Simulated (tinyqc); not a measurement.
# Hole mobility in a silicon inversion layer, empirical terms and Matthiessen rule: effect of the inversion density

Inversion layer of sheet density Ns on a uniformly doped body. The mobility terms are empirical power laws with prefactors chosen for the exercise; adding their inverses (Matthiessen) is itself an approximation.

ni = sqrt(Nc Nv) exp(-Eg/(2 Vt)), Eg in volts; Ndep = sqrt(2 eps0 eps_r Nb (2 Vt ln(Nb/ni) + Vsb)/q); E = q (Ndep + eta Ns)/(eps0 eps_r), in MV/cm. With t = T/(300 K): muC = Ac (Ns/1e12 cm^-2) t/(Nb/1e17 cm^-3 + Nit/1e11 cm^-2), muP = Ap E^(-1/3) t^(-1.75), muS = As E^(-gs); 1/mu is the sum of the inverses.

Inputs (values chosen for the exercise); material values close to those of silicon: temperature T = 300 K; band gap Eg = 1.13 eV; relative permittivity of the semiconductor eps_r = 11.7; conduction-band density of states at T Nc = 2.84e19 cm^-3; valence-band density of states at T Nv = 2.66e19 cm^-3; body doping Nb = 1.1e18 cm^-3; reverse body bias Vsb = 0.3 V; weight of the inversion charge in the effective field eta = 0.3333; phonon-limited mobility at 1 MV/cm and 300 K Ap = 143 cm^2/(V s); roughness-limited mobility at 1 MV/cm As = 411 cm^2/(V s); exponent of the roughness term gs = 1.3; Coulomb prefactor Ac = 1000 cm^2/(V s); charge at the interface Nit = 1.3e11 cm^-2.

Constants: q = 1.602176634e-19 C, kB = 1.380649e-23 J/K, Vt = kB T/q, eps0 = 8.8541878128e-14 F/cm where lengths are in cm. Results are converted to the units shown.

Effect of the inversion density:

| Ns (cm^-2) | E (MV/cm) | muC (cm^2/(V s)) | muP (cm^2/(V s)) | muS (cm^2/(V s)) | mu (cm^2/(V s)) |
|---|---|---|---|---|---|
| 2e11 | 0.6660 | 16.26 | 163.7 | 697.1 | 14.48 |
| 3.6e11 | 0.6743 | 29.27 | 163.1 | 686.1 | 23.95 |
| 6.3e11 | 0.6882 | 51.22 | 162.0 | 668.1 | 36.77 |
| 1.1e12 | 0.7124 | 89.43 | 160.1 | 638.7 | 52.65 |
| 2e12 | 0.7588 | 162.6 | 156.8 | 588.4 | 70.28 |
| 3.6e12 | 0.8413 | 292.7 | 151.5 | 514.5 | 83.60 |
| 6.3e12 | 0.9804 | 512.2 | 143.9 | 421.7 | 88.72 |
| 1.1e13 | 1.223 | 894.3 | 133.7 | 316.5 | 85.06 |
| 2e13 | 1.687 | 1626 | 120.1 | 208.3 | 72.78 |

As Ns goes from 2e11 to 2e13 cm^-2, E rises from 0.666 to 1.69 MV/cm and mu goes from 14.5 through a maximum of 88.7 (at Ns = 6.3e12 cm^-2 among the rows listed) to 72.8 cm^2/(V s). The smallest term is the Coulomb one in the first row and the phonon one in the last. Screening lifts the Coulomb term as Ns grows while the field presses the carriers to the interface, hence the maximum. At Ns = 2e13 cm^-2 E passes 1.5 MV/cm, beyond the usual range of such laws.

Program tinyqc, `OMP_NUM_THREADS=1 python tinyqc.py 2510174 2510175 out.jsonl`; Intel Xeon 2.30GHz, shared host, one thread, about 0.01 s.
